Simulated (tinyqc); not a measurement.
What each parameter does: tunnelling through a thin dielectric with one trap, as a tight-binding chain.

Hopping -t everywhere, t = c/(m a^2), c = hbar^2/2m0; lead sites at 2t (band bottom 0), barrier sites 1 to N at 2t + phi, and site j has U besides. No voltage. Leads give S = -t exp(ika) on sites 1 and N, cos(ka) = 1 - E/(2t). T = (2 t sin(ka))^2 |G_1N|^2, G = (E - H - S)^-1. In the barrier cosh(q a) = 1 + (phi - E)/(2t).

Resonance: the lowest eigenvalue of H + S(E), iterated until its real part equals E (40 rounds from Eb = phi + 2t - sqrt(4t^2 + U^2), the level in an endless barrier). With v the normalised squared amplitudes of that state, Gamma_L = 2 t sin(ka) v_1, Gamma_R = 2 t sin(ka) v_N; Breit-Wigner T = Gamma_L Gamma_R/((E - Er)^2 + (Gamma_L + Gamma_R)^2/4).

Constants: hbar^2/2m0 = 3.80998211 eV angstrom^2.

Values chosen for the exercise (barrier and mass of the size used for SiO2 on silicon; shifted at random, so the results belong to these values and not to a real crystal): a = 2.5 angstrom (site spacing); m = 0.48 m0 (mass, the same in leads and barrier); phi = 3.05 eV (conduction edge of the barrier above that of the leads); N = 7 (barrier sites); j = 4 (site of the trap); U = -3.43 eV (extra energy on the trap site); E = 0.69 eV (electron energy).

Resonance and log10 T at E.

One parameter was then changed.

Results before and after:
```
case     Er (eV)  Gamma_L (meV)  Gamma_R (meV)  log10 T
base      1.3223          2.320          2.320   -5.720
changed   1.3221          2.319         0.2524   -6.828
```

Which of these changes was made? (a) m = 0.442 m0; (b) phi = 3.15 eV; (c) N = 8; (d) U = -3.327 eV; (e) j = 3.

Answer: (c) N = 8. Of the candidates, run in turn, only this one gives the changed row.

All candidates:
```
case           Er (eV)  Gamma_L (meV)  Gamma_R (meV)  log10 T
base            1.3223          2.320          2.320   -5.720
m = 0.442 m0    1.4075          3.535          3.535   -5.551
phi = 3.15 eV   1.4224          2.300          2.300   -5.967
N = 8           1.3221          2.319         0.2524   -6.828
j = 3           1.3235          21.42         0.2541   -5.718
U = -3.327 eV   1.4048          2.612          2.612   -5.830
```

Program tinyqc; command `OMP_NUM_THREADS=1 python tinyqc.py 1482337 1482338 out.jsonl`; about 0.04 s on one thread of a shared Intel(R) Xeon(R) Processor @ 2.30GHz.
